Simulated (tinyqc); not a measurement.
## MOS inversion layer, Poisson-Schroedinger loop: effect of the sheet density of electrons

Electrons confined at an insulator interface at z = 0, treated as a hard wall; parabolic valleys, Hartree approximation, no image or exchange terms. The depletion charge lies far deeper than the electrons and gives a uniform field q Nd/(eps0 eps_r); the gate balances all charge. Energies are counted from the band edge at the interface.

Schroedinger equation -(C/mz) psi'' + (V0 + U + dE for set B) psi = E psi, C = hbar^2/(2 m0), psi(0) = 0, on a uniform mesh of 800 nodes with a far wall at 24 nm, 8 levels a set; V0 = q Nd z/(eps0 eps_r); dU/dz = q (Ns - integral of n from 0 to z)/(eps0 eps_r), U(0) = 0; N_k = g md m0 q Vt/(pi hbar^2) ln(1 + exp((EF - E_k)/Vt)), g the number of valleys of the set, sum N_k = Ns. Triangular well: E_k = a_k (C F^2/mz)^(1/3), a_1 = 2.338107, a_2 = 4.087949, C = hbar^2/(2 m0), F in eV/nm. Fang-Howard (all electrons in the lowest level of set A): b^3 = 6 (mz1/C) q (Nd + 11 Ns/32)/(eps0 eps_r), centroid 3/b, level C b^2/(4 mz1) + (3/b) q (Nd + 11 Ns/16)/(eps0 eps_r). The centroid adds 3.9 z_av/eps_r to an oxide-equivalent thickness.

Parameters, values chosen for the exercise; masses and permittivity close to those of silicon (100):
- T = 400 K (temperature)
- eps_r = 11.8 (relative permittivity)
- mz1 = 0.905 m0 (mass along z of valley set A (2 valley(s)))
- md1 = 0.188 m0 (in-plane density-of-states mass of set A)
- mz2 = 0.189 m0 (mass along z of valley set B (4 valley(s)))
- md2 = 0.423 m0 (in-plane density-of-states mass of set B)
- Nd = 1.6e12 cm^-2 (sheet density of depletion charge)
- dE = 0 eV (extra shift of set B (strain))

Constants: q = 1.602176634e-19 C, kB = 1.380649e-23 J/K, hbar = 1.054571817e-34 J s, m0 = 9.1093837015e-31 kg, Vt = kB T/q, eps0 = 8.8541878128e-14 F/cm where lengths are in cm, hbar^2/(2 m0) = 0.0380998212 eV nm^2. Results are converted to the units shown.

Effect of the sheet density of electrons:
```
Ns (cm^-2),A1 (meV),B1 (meV),EF (meV),share of A1 (%),share of set A (%),centroid z_av (nm),added oxide equivalent (nm),Fang-Howard centroid (nm)
1e11,71.1,119,-98.6,39.3,51.8,2.81,0.929,1.96
2.1e11,73.7,122,-69.8,39.9,52.3,2.78,0.918,1.95
4.5e11,79.2,130,-36.6,41.1,53.2,2.71,0.896,1.92
9.7e11,90.5,145,3.98,43.7,55.2,2.58,0.854,1.86
2.1e12,113,175,58.3,48.3,58.7,2.37,0.782,1.75
4.4e12,152,228,133,55.0,63.9,2.07,0.685,1.58
9.4e12,224,321,247,62.9,70.1,1.72,0.570,1.37
2e13,346,482,431,68.5,74.4,1.40,0.463,1.13
```

As Ns goes from 1e11 to 2e13, A1 rises from 71.1 to 346 meV, the share of A1 rises from 39.3 to 68.5 % and the centroid falls from 2.81 to 1.40 nm. A1 goes as Ns^(0.58) between the last two rows (a triangular well in the field of that charge alone gives 2/3). EF lies more than 2 meV above A1 for Ns = 9.4e12, 2e13. The Fang-Howard centroid is 30 % below the full one in the first row, where A1 holds 39.3 %, and 19 % below it in the last, where A1 holds 68.5 %.

tinyqc, about 0.8 s, one thread, Intel Xeon 2.30GHz (shared host): `OMP_NUM_THREADS=1 python tinyqc.py 2160033 2160034 out.jsonl`
